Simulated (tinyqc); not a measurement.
From one set of inputs to another, one input at a time: two-step dopant diffusion (predeposition and drive-in) with a constant diffusivity. Computed by tinyqc, a small Python program. Command: `OMP_NUM_THREADS=1 python tinyqc.py 3023390 3023391 out.jsonl dopdiff ladder`. One thread of a shared host (Intel(R) Xeon(R) Processor @ 2.30GHz), about 0.05 s of CPU time with the checks.

Fick diffusion into a half space x > 0 whose background doping C_B is of the opposite type, so that a junction lies where C = C_B.

The inputs printed are set A. Set A is modelled on antimony in silicon; the values taken over come from a set modelled on boron in silicon. Inputs not listed in the table keep their values of set A, so the rows need not describe a real material.

Inputs (values chosen for the exercise, modelled on antimony in silicon):
```
quantity,value,unit
prefactor D0,5.39,cm^2/s
activation energy E,3.88,eV
surface concentration C_s,3.5e+19,1/cm^3
background doping C_B,6.2e+16,1/cm^3
predeposition temperature T1,975,C
predeposition time t1,60,min
drive-in temperature T2,1050,C
drive-in time t2,90,min
```

Furnace ramps of the drive-in: none.

Constants: k_B = 8.617333262e-05 eV/K.

Method:
- D = D0 exp(-E/(k_B T)).
- Temperatures in kelvin are T(C) + 273.15.
- Times in seconds are 60 times the minutes.
- (Dt)2 = D2 t2, t2 in seconds.
- C = C_s erfc(x/(2 sqrt(D1 t1))); dose Q = 2 C_s sqrt(D1 t1/pi); the junction solves erfc(z) = C_B/C_s with x_j = 2 z sqrt(D1 t1).
- With a sealed surface and a thin source, C = Q/sqrt(pi (Dt)2) exp(-x^2/(4 (Dt)2)); x_j = 2 sqrt((Dt)2 ln(C(0)/C_B)); gradient at the junction |dC/dx| = C_B x_j/(2 (Dt)2).

Each row keeps all changes above it:
```
input moved,from,to,junction depth x_j (um),surface concentration C(0) (Gaussian) (1/cm^3),gradient at the junction (1/cm^4)
set A,-,-,0.30052,6.5447e+18,1.9225e+22
background doping C_B (1/cm^3),6.2e+16,5.3e+14,0.42733,6.5447e+18,2.3370e+20
surface concentration C_s (1/cm^3),3.5e+19,9.8e+18,0.39741,1.8325e+18,2.1734e+20
predeposition time t1 (min),60,10,0.37493,7.4812e+17,2.0504e+20
prefactor D0 (cm^2/s) and activation energy E (eV),"5.39, 3.88","1.19, 3.52",0.85972,8.2256e+17,9.0589e+19
drive-in time t2 (min),90,20,0.42551,1.7449e+18,2.0176e+20
predeposition temperature T1 (C),975,1050,0.44922,4.4115e+18,2.1300e+20
```

Junction depth x_j goes from 0.301 to 0.449, a factor 1.49 in all. The largest single move comes from prefactor D0 with activation energy E (a factor 2.29), and drive-in time t2 works against it (a factor 0.495). Surface concentration C(0) (Gaussian) goes from 6.54e18 to 4.41e18, a factor 0.674 in all. The largest single move comes from surface concentration C_s (a factor 0.280), and predeposition temperature T1 works against it (a factor 2.53). Gradient at the junction goes from 1.92e22 to 2.13e20, a factor 0.0111 in all. The largest single move comes from background doping C_B (a factor 0.0122), and drive-in time t2 works against it (a factor 2.23). The single moves hold for this order of the switches; the total does not depend on the order.

Caution (rows set A, background doping C_B, surface concentration C_s, drive-in time t2, predeposition temperature T1): the drive-in budget is under fifteen times D1 t1, so the source is not thin and the Gaussian junction is too shallow. Caution (all rows): C_s exceeds the intrinsic carrier density of silicon at the predeposition temperature (2e18 to 1e19 per cm^3), where real diffusivities rise with concentration and profiles turn box-like.

Extremes, crossings and ranges named in words are read from the listed rows.
